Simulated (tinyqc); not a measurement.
Convergence with the mesh in the empty well.

In an empty well of width L and depth Vb, level k solves kw L/2 = (k - 1) pi/2 + arctan(sqrt((mw/mb)(Vb - E)/E)) with kw = sqrt(mw E/C), C = hbar^2/(2 m0). Mesh: N intervals across the well, hz = L/N, nodes at (i + 1/2) hz from an edge, mass (mw + mb)/2 on the interval that holds an interface, walls 3 L outside the edges; H_ii = C (1/m_(i-1/2) + 1/m_(i+1/2))/hz^2 + V_i, H_(i,i+1) = -C/(m_(i+1/2) hz^2). No field, no charge.

Values chosen for this exercise; material values those of a made-up well: mass along z in the well mw = 0.0315 m0; mass along z in the barriers mb = 0.119 m0; barrier height Vb = 1.26 eV; well width L = 8.8 nm.

Constants: q = 1.602176634e-19 C, hbar = 1.054571817e-34 J s, m0 = 9.1093837015e-31 kg, hbar^2/(2 m0) = 0.0380998212 eV nm^2. Results are converted to the units shown.

The same in every row: exact E1 (meV) = 77.03.

Convergence with the mesh in the empty well:

| N | E1 on the mesh (meV) | error (%) |
|---|---|---|
| 4 | 43.72 | -43.2 |
| 8 | 61.60 | -20.0 |
| 16 | 71.93 | -6.62 |
| 32 | 75.63 | -1.81 |
| 64 | 76.67 | -0.464 |
| 128 | 76.94 | -0.117 |

What does the comparison show?

The error goes from -43 % to -0.12 %; between N = 32 and 64 it shrinks by a factor of 3.9, the 4 of a second-order scheme.

Computed by the program tinyqc: `OMP_NUM_THREADS=1 python tinyqc.py 2140027 2140028 out.jsonl`, one thread of a shared Intel Xeon 2.30GHz, about 0.2 s for the whole run.
